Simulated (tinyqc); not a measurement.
Octagonal on-chip spiral inductor, lumped pi model: two steps of the calculation.

Outer diameter do = di + 2 n wd + 2 (n - 1) sp, mean da = (do + di)/2, fill p = (do - di)/(do + di), length l = 3.314 n da. L = 2.25 mu0 n^2 da/(1 + 3.55 p), mu0 = 4 pi 1e-7 H/m. Rs = rho l/(wd delta (1 - exp(-th/delta))), delta = sqrt(rho/(pi f mu0)). Cs = n wd^2 eps0 eo/hu across the coil. At each end Cox = l wd eps0 eo/(2 ho) leads to the substrate branch Rsi = 2 rs he/(l wd) in parallel with Csi = l wd eps0 11.7/(2 he). With one end grounded Y = 1/(Rs + i w L) + i w Cs + 1/[1/(i w Cox) + 1/(1/Rsi + i w Csi)], w = 2 pi f; Q = -Im Y/Re Y. Eddy currents in neighbouring turns and in the substrate are left out.

Inputs (values chosen for the exercise); values of the order met in silicon radio-frequency processes:
- n = 5.5 (number of turns)
- wd = 4 um (line width)
- sp = 1.5 um (space between turns)
- di = 40 um (inner diameter)
- th = 0.9 um (metal thickness)
- rho = 1.9 uohm cm (metal resistivity)
- ho = 3.9 um (oxide below the coil)
- hu = 1.2 um (oxide between coil and underpass)
- eo = 3 (relative permittivity of the oxide)
- rs = 100 ohm cm (substrate resistivity)
- he = 30 um (effective spreading depth in the substrate)
- f = 1.6 GHz (frequency)

Constants: eps0 = 8.8541878128e-12 F/m. Results are converted to the units shown.

Question 1. Geometry and model elements. do, l, L, delta, Rs, Cs, Cox, Rsi and Csi as defined.

Give: do; l; L; delta; Rs; Cs; Cox; Rsi; Csi.

Answer 1.

do = 97.500 um
l = 1253.1 um
L = 2.3667 nH
delta = 1.7344 um
Rs = 8.4774 ohm
Cs = 1.9479 fF
Cox = 17.070 fF
Rsi = 11970 ohm
Csi = 8.6543 fF

Question 2. Admittance, quality factor and apparent inductance. Series branch 1/(Rs + i w L), substrate branch, total Y, Q = -Im Y/Re Y, apparent inductance Im(1/Y)/w, metal-only value w L/Rs, share of the loss in the substrate Re(substrate branch)/Re Y.

L = 2.3667017 nH
Rs = 8.4773557 ohm
Cs = 1.9479213 fF
Cox = 17.069597 fF
Rsi = 11970.254 ohm
Csi = 8.6542857 fF

Find: series branch; substrate branch; Y; Q; apparent inductance; w L/Rs; share of the loss in the substrate.

Answer 2.

series branch = 13.29-37.30i mS
substrate branch = 0.03331+0.06849i mS
Y = 13.32-37.21i mS
Q = 2.793
apparent inductance = 2.370 nH
w L/Rs = 2.807
share of the loss in the substrate = 0.2500 %

Q is 99.5 % of the metal-only value.

Numbers from tinyqc (`OMP_NUM_THREADS=1 python tinyqc.py 2302231 2302232 out.jsonl`; about 0.01 s on one thread of a shared Intel Xeon 2.30GHz).
